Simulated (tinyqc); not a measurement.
# Changing the pressure p

Model: global model of a low-pressure process discharge: electron temperature, density, ion flux and ion energy. Computed by tinyqc, a small Python program. Command: `OMP_NUM_THREADS=1 python tinyqc.py 3111029 3111030 out.jsonl plasma sweep`. One thread of a shared host (Intel(R) Xeon(R) Processor @ 2.30GHz), about 0.02 s of CPU time with the checks.

Maxwellian electrons with temperature T_e in eV, one positive ion, no negative ions, uniform bulk density n; rate constants have the Arrhenius form.

Inputs (values chosen for the exercise, of the order of those of an inductive discharge in a simple atomic gas):
```
quantity                          value   unit
ion mass M                           40      u
ionisation prefactor K0         4.2e-14  m^3/s
ionisation energy E_iz             12.6     eV
excitation prefactor X0         2.9e-14  m^3/s
excitation energy E_ex             8.42     eV
elastic rate constant K_el      1.7e-13  m^3/s
ion-neutral cross section       8.7e-19    m^2
gas temperature T_g                 400      K
radius R                             10     cm
height L                            5.9     cm
absorbed power P                   2800      W
bias power P_b                       14      W
radius of the biased electrode        5     cm
bias frequency                       60    MHz
```

Constants: k_B = 1.380649e-23 J/K; e = 1.602176634e-19 C; u = 1.6605390666e-27 kg; m_0 = 9.1093837015e-31 kg; eps_0 = 8.8541878128e-12 F/m.

Method:
- n_g = p/(k_B T_g); lambda_i = 1/(n_g sigma); h_L = 0.86/sqrt(3 + L/(2 lambda_i)), h_R = 0.8/sqrt(4 + R/lambda_i); A_eff = 2 pi R^2 h_L + 2 pi R L h_R; d_eff = pi R^2 L/A_eff.
- Particle balance: K0 exp(-E_iz/T_e) n_g d_eff = u_B, u_B = sqrt(e T_e/M).
- Root found by bracketing.
- E_c = E_iz + (X0 exp(-E_ex/T_e) E_ex + K_el (3 m_0/M) T_e)/K_iz; wall potential V_s = (T_e/2) ln(M/(2 pi m_0)); E_T = E_c + 2 T_e + T_e/2 + V_s; n = P/(e u_B A_eff E_T); ion current density J = e h_L n u_B; ionised share n/n_g.
- All bias power goes to ions: V_b = P_b/(J pi r^2). Debye length at the sheath edge lambda_D = sqrt(eps_0 T_e/(e h_L n)); Child-law sheath s = (sqrt2/3) lambda_D (2 V/T_e)^(3/4), V = V_b + V_s; ion transit time tau_i = 3 s sqrt(M/(2 e V)); collisions in the sheath s/lambda_i.

One run for each value:
```
pressure p (Pa)  T_e (eV)  plasma density n (1/cm^3)  ion current density J (mA/cm^2)  s/lambda_i
0.10               5.6926                 1.7288e+12                           47.420     0.00087
0.19               4.0687                 2.4865e+12                           54.468     0.00122
0.38               3.1129                 3.2637e+12                           56.446     0.00202
0.73               2.5355                 4.0017e+12                           53.932     0.00354
1.40               2.1275                 4.7583e+12                           48.171     0.00664
2.70               1.8226                 5.5231e+12                           40.467     0.01341
5.30               1.5845                 6.2678e+12                           32.120     0.02959
10.00              1.4094                 6.8891e+12                           24.883     0.06633
20.00              1.2570                 7.4374e+12                           18.217     0.17090
```

Describe the trends.

Over the rows, T_e (eV) falls from 5.69 to 1.26 (exponent d ln y / d ln x -0.52 between the first rows and -0.17 between the last); plasma density n (1/cm^3) rises from 1.73e12 to 7.44e12 (exponent d ln y / d ln x 0.57 between the first rows and 0.11 between the last); ion current density J (mA/cm^2) goes from 47.4 through a maximum among these rows, 56.4 at 0.380, to 18.2.

Caution (rows 0.100, 0.190, 0.380, 0.730): at this ionised share gas depletion and heating, left out here, matter. Caution (rows 10.0, 20.0): at so short an ion path the formulas for h_L and h_R give way to the ambipolar-diffusion limit.

Extremes, crossings and ranges named in words are read from the listed rows.
